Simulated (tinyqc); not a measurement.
Thermal, flicker and telegraph noise of a field-effect transistor. From one set of inputs to another, one input at a time. Computed by tinyqc, a small Python program. Command: `OMP_NUM_THREADS=1 python tinyqc.py 3013964 3013965 out.jsonl noise ladder`. One thread of a shared host (Intel(R) Xeon(R) Processor @ 2.30GHz), about 0.01 s of CPU time with the checks.

Strong inversion, threshold roll-off and channel-length modulation left out; noise sources are uncorrelated and are given as one-sided spectral densities.

The inputs printed are set A. Set A is modelled on a silicon n-channel; the values taken over come from a set modelled on a high-k silicon transistor. Inputs not listed in the table keep their values of set A, so the rows need not describe a real material.

Inputs (values chosen for the exercise, modelled on a silicon n-channel): width W = 1.8 micrometre; length L = 34 nm; electrical oxide thickness t = 2.2 nm; mobility mu = 300 cm^2/(V s); saturation velocity v_s = 0.95 1e7 cm/s; overdrive V_ov = 0.42 V; thermal noise factor gamma = 0.667; oxide trap density N_t = 7.8e+17 1/(eV cm^3); oxide barrier phi = 2.5 eV; oxide mass m_ox = 0.34 m_0; Coulomb scattering coefficient alpha_sc = 20000 V s/C; frequency f = 7000 Hz; temperature T = 300 K.

Operating region: saturation. Flicker model: number with correlated mobility.

Constants: eps_0 = 8.8541878128e-12 F/m; hbar = 1.054571817e-34 J s; m_0 = 9.1093837015e-31 kg; e = 1.602176634e-19 C; k_B = 8.617333262e-05 eV/K; k_B = 1.380649e-23 J/K.

Method:
- C_ox = 3.9 eps_0/t; V_c = 2 v_s L/mu; I = W C_ox v_s V_ov^2/(V_ov + V_c); g_m = W C_ox v_s V_ov (V_ov + 2 V_c)/(V_ov + V_c)^2; g_d0 = mu C_ox (W/L) V_ov.
- Tunnelling length lambda = hbar/(2 sqrt(2 m_ox phi)); flat-band noise S_Vfb = e^2 k_B T lambda N_t/(W L C_ox^2 f). S_I = g_m^2 S_Vfb (1 + alpha_sc mu C_ox I/g_m)^2.
- Thermal: S_I = 4 k_B T gamma g_d0; input-referred S_V = S_I/g_m^2; corner f_c where flicker equals thermal.
- Total input noise from 1 Hz to f_c: sqrt(S_V,thermal [f_c ln(f_c/1 Hz) + f_c - 1 Hz]).

Each row keeps all changes above it:
```
input moved                                         from       to  corner frequency f_c (Hz)  flicker S_I/I^2 (1/Hz)  g_m (microsiemens)
set A                                                  -        -                 2.7717e+09              8.2495e-11                2376
temperature T (K)                                    300      200                 2.7717e+09              5.4996e-11                2376
width W (micrometre)                                 1.8      4.1                 2.7717e+09              2.4145e-11                5411
mobility mu (cm^2/(V s))                             300      230                 2.0830e+09              1.6929e-11                5132
electrical oxide thickness t (nm)                    2.2      1.2                 2.8006e+09              1.2416e-11                9408
oxide trap density N_t (1/(eV cm^3))             7.8e+17  2.5e+18                 8.9764e+09              3.9794e-11                9408
overdrive V_ov (V)                                  0.42     0.69                 1.7233e+10              3.3062e-11               10270
Coulomb scattering coefficient alpha_sc (V s/C)    20000     3300                 1.2404e+09              2.3798e-12               10270
```

Corner frequency f_c goes from 2.77e9 to 1.24e9, a factor 0.448 in all. The largest single move comes from Coulomb scattering coefficient alpha_sc (a factor 0.0720), and oxide trap density N_t works against it (a factor 3.21). Flicker S_I/I^2 goes from 8.25e-11 to 2.38e-12, a factor 0.0288 in all. The largest single move comes from Coulomb scattering coefficient alpha_sc (a factor 0.0720), and oxide trap density N_t works against it (a factor 3.21). g_m goes from 2380 to 10300, a factor 4.32 in all. The largest single move comes from width W (a factor 2.28). The single moves hold for this order of the switches; the total does not depend on the order.

Caution (rows set A, temperature T, width W, mobility mu, electrical oxide thickness t): fewer than one trap per decade of time constant is active, so one device shows telegraph steps and the 1/f law is only a mean over many devices. Caution (all rows): the corner lies above 1 GHz, where the 1/f law is only an extrapolation.

Extremes, crossings and ranges named in words are read from the listed rows.
